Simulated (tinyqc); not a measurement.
Splitting against the number of planes: valley splitting in a one-orbital chain of atomic planes (second-neighbour model).

Each (001) plane carries one orbital with energy e0, hopping v to the next plane and u to the second: E(phi) = e0 + 2 v cos(phi) + 2 u cos(2 phi), where phi = pi - k a/4 (the sign of every second orbital is chosen so that v > 0, which shifts the phase by pi). The minimum lies at cos(phi0) = -v/(4u), phi0 = pi - (pi/2) k0 for a valley at k0 (2 pi/a), and e0 puts it at zero. A slab of N planes has hard walls: the matrix simply ends.

Constants: hbar^2/2m0 = 3.80998211 eV angstrom^2.

Inputs chosen for the exercise (out of a larger set: near those of the Delta valleys of silicon; abrupt walls in this chain split the valleys several times more than measured wells; not measured data): a = 5.43 angstrom (lattice constant; planes lie a/4 apart); ml = 0.944 m0 (longitudinal mass); N0 = 37 (first number of planes).

u = 0.571765 eV
v = 0.470820 eV
e0 = 1.240455 eV
phi0 = 1.778141 rad

Ten slabs from N0 on, of thickness (N - 1) a/4 between the outer planes. Effective mass: E1 = (c/ml)(pi/W)^2 with W = (N + 2) a/4: the amplitude vanishes on two missing planes at each end, and the envelope has its nodes N + 2 spacings apart. Large-N estimate of the splitting: 16 pi^2 u |sin(phi0) sin((N + 2) phi0)|/(N + 2)^3.

Doublet (meV):

| N | thickness (angstrom) | mean level | effective mass | splitting | estimate |
|---|---|---|---|---|---|
| 37 | 48.87 | 14.18 | 14.21 | 0.380 | 0.343 |
| 38 | 50.23 | 13.50 | 13.51 | 1.229 | 1.249 |
| 39 | 51.59 | 12.84 | 12.86 | 0.795 | 0.773 |
| 40 | 52.94 | 12.24 | 12.25 | 0.757 | 0.783 |
| 41 | 54.30 | 11.68 | 11.69 | 0.980 | 0.970 |
| 42 | 55.66 | 11.14 | 11.17 | 0.283 | 0.308 |
| 43 | 57.02 | 10.67 | 10.67 | 0.965 | 0.965 |
| 44 | 58.37 | 10.20 | 10.22 | 0.122 | 0.102 |
| 45 | 59.73 | 9.78 | 9.79 | 0.800 | 0.808 |
| 46 | 61.09 | 9.37 | 9.38 | 0.416 | 0.402 |

What can be read from this table?

The mean level falls smoothly, from 14.2 to 9.4 meV, within 0.3 % of the effective-mass value. The splitting swings between 0.122 (N = 44) and 1.229 meV (N = 38): one plane more or less changes the phase between the two walls by phi0 = 1.778 rad. The estimate misses the computed values by at most 0.036 meV.

Computed by tinyqc, a small Python program: `OMP_NUM_THREADS=1 python tinyqc.py 1482122 1482123 out.jsonl` (the numbers bound the seed that draws the inputs); one thread of a shared host (Intel(R) Xeon(R) Processor @ 2.30GHz), about 0.01 s for the whole set of steps.
